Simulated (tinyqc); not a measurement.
Approximations against the iterative solution: electron mobility of a polar semiconductor by Rode's iterative solution of the Boltzmann equation. Computed by tinyqc, a small Python program. Command: `OMP_NUM_THREADS=1 python tinyqc.py 3026972 3026973 out.jsonl rode walk`. One thread of a shared host (Intel(R) Xeon(R) Processor @ 2.30GHz), about 0.01 s of CPU time with the checks.

The distribution is f(E) + e F l(E) (-df/dE) cos(theta) for a weak field F, theta counted from the force; l(E) is a mean free path. Elastic processes enter by their momentum rate, polar optical phonons by out- and in-scattering terms. One valley only: where upper valleys lie close, measured mobilities are lower. The density n is prescribed, even where a narrow-gap material would have more intrinsic carriers.

Inputs (values chosen for the exercise, modelled on GaSb):
```
quantity                               value    unit
effective mass m                      0.0422     m_0
static permittivity eps_s               15.7       -
high-frequency permittivity eps_inf     14.4       -
density rho                             5610  kg/m^3
sound velocity v_l                      4260     m/s
acoustic deformation potential D_A       7.2      eV
optical phonon energy hbar w            29.3     meV
electron density n                   6.5e+17  1/cm^3
compensation ratio C                       0       -
temperature T                            300       K
grid points per phonon energy s            6       -
iteration cap                            200       -
```

Band: parabolic. Elastic processes: acoustic, impurity.

Constants: k_B = 8.617333262e-05 eV/K; m_0 = 9.1093837015e-31 kg; e = 1.602176634e-19 C; hbar = 1.054571817e-34 J s; eps_0 = 8.8541878128e-12 F/m; k_B = 1.380649e-23 J/K; hbar = 6.582119569e-16 eV s.

Method:
- Parabolic band: E = hbar^2 k^2/(2 m), speed v = hbar k/m, states per spin, volume and energy g(E) = m k/(2 pi^2 hbar^2). Masses are multiplied by m_0 and all formulas are in SI units.
- The reduced Fermi level eta = E_F/(k_B T) solves n = 2 Z int g f dE with f = 1/(1 + exp(x - eta)) (Z = 1 unless valleys are given); screening length L_s = sqrt(eps_s eps_0 k_B T/(e^2 dn/deta)), dn/deta = 2 Z int g f (1 - f) dE.
- Integrals over x = E/(k_B T) use 160 Gauss-Legendre points in u = sqrt(x) from 0 to sqrt(max(eta, 0) + 32).
- N_I = n (1 + C)/(1 - C).
- Phonon occupation N_q = 1/(exp(hbar w/(k_B T)) - 1).
- Acoustic deformation potential (elastic, equipartition, absorption and emission together): 1/tau = 2 pi k_B T D_A^2 g(E)/(hbar rho v_l^2).
- Singly charged impurities, momentum relaxation: 1/tau = N_I e^4 m (1 + 2 alpha E) Phi/(8 pi (eps_s eps_0)^2 hbar^3 k^3), with alpha = 0 for a parabolic band.
- Brooks-Herring: Phi = ln(1 + b) - b/(1 + b), b = 4 k^2 L_s^2.
- Polar optical, unscreened: W = e^2 w (1/eps_inf - 1/eps_s) m (1 + 2 alpha E') ln|(k + k')/(k - k')| / (4 pi eps_0 hbar^2 k), times N_q for absorption (E' = E + hbar w) and N_q + 1 for emission (E' = E - hbar w > 0), with alpha = 0 for a parabolic band; mean cosine of the angle <cos> = (k^2 + k'^2)/(2 k k') - 1/ln|(k + k')/(k - k')|.
- Energy grid E_j = (j + 1/2) hbar w/s, j = 0, 1, ..., up to (max(eta, 0) + 18) k_B T, so that E_j +/- hbar w are grid points; l = 0 beyond the grid; integrals are sums times the spacing.
- With f' = f(E'): out-scattering S_o = sum over absorption and emission of W (1 - f')/(1 - f); nu = sum of elastic rates; the in-scattering weights are c+ = W_abs <cos> (1 - f')/(1 - f) for E' = E + hbar w and c- likewise for emission.
- Iteration: l_new(E) = [v(E) + c+ l(E + hbar w) + c- l(E - hbar w)]/(nu + S_o), from l = 0.
- mu = e sum g v l f (1 - f) / (3 k_B T sum g f) over the grid; stop when mu changes by less than 1e-8 of itself.
- Self-energy RTA: l = v/(nu + S_o), the first iteration. Momentum RTA: l = v/(nu + S_o - c+ v(E + hbar w)/v - c- v(E - hbar w)/v), listed only where the denominator is positive on the whole grid. The polar-only value solves the same system with nu = 0; the elastic value takes l = v/nu.

reduced Fermi level eta = 2.11042

ionised impurity density N_I = 6.50e+17 1/cm^3

screening length L_s = 8.26300 nm

mobility mu = 12240.7 cm^2/(V s)

Mobilities:
```
method                              mu (cm^2/(V s))  deviation (%)
iterative solution                            12241           0.00
self-energy RTA                                8294         -32.24
momentum RTA                                  12360           0.97
polar phonons alone, exact                    40485         230.74
elastic processes alone                       18749          53.17
Matthiessen's rule on the last two            12814           4.69
```

self-energy RTA mobility = 8293.7 cm^2/(V s)

polar-phonon mobility = 40485 cm^2/(V s)

elastic mobility = 18749 cm^2/(V s)

error of the self-energy RTA = -32.245 %

What follows from these numbers?

The self-energy RTA is 32.2 % low: it counts every polar event as a full loss of current, though forward events keep part of it. Here hbar w/k_B T = 1.13. Matthiessen's rule is 4.7 % high. The momentum RTA deviates by +1.0 %. Caution: the gas is degenerate, and screening of the polar coupling, left out here, would raise the mobility.
